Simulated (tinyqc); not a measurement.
Worked calculation: three-phonon processes in a diatomic chain: dispersion, energy and momentum conservation, and decay channels of optical phonons. Computed by tinyqc, a small Python program that keeps every step. Command: `OMP_NUM_THREADS=1 python tinyqc.py 3121459 3121460 out.jsonl threeph walk`. One thread of a shared host (Intel(R) Xeon(R) Processor @ 2.30GHz), about 0.04 s of CPU time with the checks. Intermediate numbers are printed to about 5 digits and carried at full precision; extremes and crossings named in words are read from the listed rows.

Cell length a, two atoms, one spring constant. x = q a/pi runs from -1 to 1; A and O are the acoustic and optical branches. Matrix elements are not computed: only conservation laws and occupation factors are followed.

Inputs (values chosen for the exercise, for a model chain): light mass m = 10.8 u; heavy mass M = 12.2 u; spring constant k = 9.4 eV/angstrom^2; temperature T = 100 K; wave number of the decaying phonon q a/pi = 0.49; zero-temperature width Gamma_0 = 0.61 1/cm.

Constants: nu for 1 eV/(angstrom^2 u) = 15.6333042 THz; h x 1 THz = 4.135667696 meV; k_B = 8.617333262e-05 eV/K; c = 299792458 m/s.

## Band edges

omega^2 = k (1/m + 1/M) -/+ k sqrt((1/m + 1/M)^2 - 4 sin^2(pi x/2)/(m M)); nu = 15.6333042 THz x sqrt(omega^2) for eV/(angstrom^2 u). Acoustic top sqrt(2 k/M), optical bottom sqrt(2 k/m), optical top sqrt(2 k (1/m + 1/M)).

acoustic top = 19.407 THz

optical bottom = 20.626 THz

optical top = 28.321 THz

optical top over twice the acoustic top = 0.72966

optical bottom over twice the acoustic top = 0.53142

optical width over acoustic top = 0.39648

The zone-centre optical phonon can decay into two acoustic ones: this needs M/m <= 3.

## Dispersion

The formulas are those given above.

Branches:
```
x     nu_A (THz)  nu_O (THz)
0.10       2.218      28.234
0.20       4.422      27.973
0.35       7.672      27.262
0.50      10.814      26.175
0.65      13.801      24.730
0.80      16.582      22.959
0.90      18.271      21.639
1.00      19.407      20.626
```

## Decay of the zone-centre phonon

O(0) -> A(x) + A(-x) needs nu_A(x) = nu_O(0)/2, which gives sin^2(pi x/2) = (3/16)(m + M)^2/(m M). Full width at half maximum Gamma = Gamma_0 (1 + 2 n), n = 1/(exp(h nu_A/(k_B T)) - 1); lifetime = 1/(2 pi c Gamma).

x of the products = 0.66872

their frequency = 14.160 THz

occupation n = 0.0011196

width Gamma = 0.61137 1/cm

lifetime = 8.6836 ps

## All channels at the given wave number

Processes for O(x): decay O -> A + A and O -> O + A with x = x' + x'' (mod 2), and absorption O + A -> O with x + x' = x'' (mod 2). Roots of the energy mismatch in x' are bracketed on 4001 points from -1 to 1 and refined. A process is umklapp (U) if the sum of wave numbers leaves (-1, 1]. Weight = occupation factor/|d mismatch/dx'|, the factor being 1 + n' + n'' for decay and n' - n'' for absorption. Pairs that differ only by exchanging two acoustic products count once, and the trivial root x' = 0 is left out.

nu_O(x) = 26.259 THz

Channels:
```
process           x'      x''  nu' (THz)  nu'' (THz)  type  weight (1/THz)
O -> A + A  -0.38436  0.87436     8.4027      17.856     N        0.027031
```

1 channel(s) are open, 0 of them umklapp.

## Phase space against the mass ratio

Total weight summed over channels and averaged over x = 0.05, 0.15, ..., 0.95, with m and k fixed; share of those x with an open channel.

Optical phonons:
```
M/m  weight, A + A (1/THz)  weight, with O (1/THz)  share open
1.1                0.03904                       0         1.0
1.5                0.11028                       0         1.0
2.0                0.06960                       0         0.8
2.5                0.04177                       0         0.5
2.9                0.03255                       0         0.2
3.3                0.00000                       0         0.0
3.7                0.00000                       0         0.0
4.2                0.00000                       0         0.0
6.0                0.00000                       0         0.0
```

The A + A channel closes between M/m = 2.9 and 3.3 on this grid: energy conservation alone would allow it up to M/m = 4, where the optical bottom passes twice the acoustic top, but momentum must be conserved too. No channel with a second optical phonon opens at any ratio. A large gap that shuts such channels is one reason why crystals with very unequal masses can conduct heat well.

Checks made by the program: band edges against the dispersion (relative difference below 1e-10); frequency of the products (relative difference below 1e-10).
